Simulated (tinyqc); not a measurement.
Pressure and uniformity: chemical vapour deposition: Grove model, boundary layer, depletion and step coverage. Computed by tinyqc, a small Python program. Command: `OMP_NUM_THREADS=1 python tinyqc.py 3014889 3014890 out.jsonl cvd walk`. One thread of a shared host (Intel(R) Xeon(R) Processor @ 2.30GHz), about 0.01 s of CPU time with the checks.

A precursor diffuses to the surface and reacts there at first order; each molecule that reacts adds one formula unit of film.

Inputs (values chosen for the exercise, close to those used for polysilicon from silane):

| quantity | value | unit |
|---|---|---|
| prefactor k0 of k_s | 1.5e+08 | cm/s |
| activation energy E | 1.66 | eV |
| temperature T | 740 | C |
| total pressure p | 0.11 | torr |
| mole fraction of the precursor Y | 0.061 | - |
| gas diffusivity D0 at 273.15 K and 760 torr | 0.39 | cm^2/s |
| film density N | 5e+22 | formula units/cm^3 |
| precursor mass M | 32 | u |
| wafer radius R | 15 | cm |
| wafer spacing s | 0.46 | cm |

Reactor: wafer stack, low pressure.

Constants: k_B = 1.380649e-23 J/K; u = 1.6605390666e-27 kg; k_B = 8.617333262e-05 eV/K.

Method:
- k_s = k0 exp(-E/(k_B T)); C_g = Y p/(k_B T), 1 torr = 133.322 Pa; D = D0 (T/273.15)^1.75 (760/p).
- Temperatures in kelvin are T(C) + 273.15.
- Mean speed c = sqrt(8 k_B T/(pi M)); reactive sticking probability beta = 4 k_s/c.
- Between two wafers the gas diffuses inward and reacts on both faces: (D/r) d/dr (r dC/dr) = 2 k_s C/s, so C(r)/C_g = I0(phi r/R)/I0(phi) with phi^2 = 2 k_s R^2/(s D); G(r) = k_s C(r)/N, 1 cm/s = 6e8 nm/min; the mean over the wafer is eta = 2 I1(phi)/(phi I0(phi)).

gas diffusivity D = 26712.4 cm^2/s

surface rate constant k_s = 0.829173 cm/s

precursor density C_g = 6.39539e+13 1/cm^3

Effect of the total pressure at fixed Y:

| p (torr) | D (cm^2/s) | phi | centre/edge | G at the edge (nm/min) |
|---|---|---|---|---|
| 0.05 | 5.8767e+04 | 0.1175 | 0.99656 | 2.8925e-01 |
| 0.1 | 2.9384e+04 | 0.1661 | 0.99313 | 5.7850e-01 |
| 0.3 | 9.7945e+03 | 0.2878 | 0.97961 | 1.7355e+00 |
| 1 | 2.9384e+03 | 0.5254 | 0.93439 | 5.7850e+00 |
| 3 | 9.7945e+02 | 0.9100 | 0.82101 | 1.7355e+01 |
| 10 | 2.9384e+02 | 1.6615 | 0.54983 | 5.7850e+01 |
| 30 | 9.7945e+01 | 2.8778 | 0.22608 | 1.7355e+02 |
| 100 | 2.9384e+01 | 5.2541 | 0.02923 | 5.7850e+02 |

What does the comparison show, and why?

D scales as 1/p and phi as sqrt(p), while the edge rate grows as p. The centre stays within 5 % of the edge up to 0.3 torr: low pressure trades rate for uniformity and lets wafers stand close together. Caution: at the lowest pressures the mean free path exceeds the wafer spacing, so D stops growing as 1/p.

Extremes, crossings and ranges named in words are read from the listed rows.
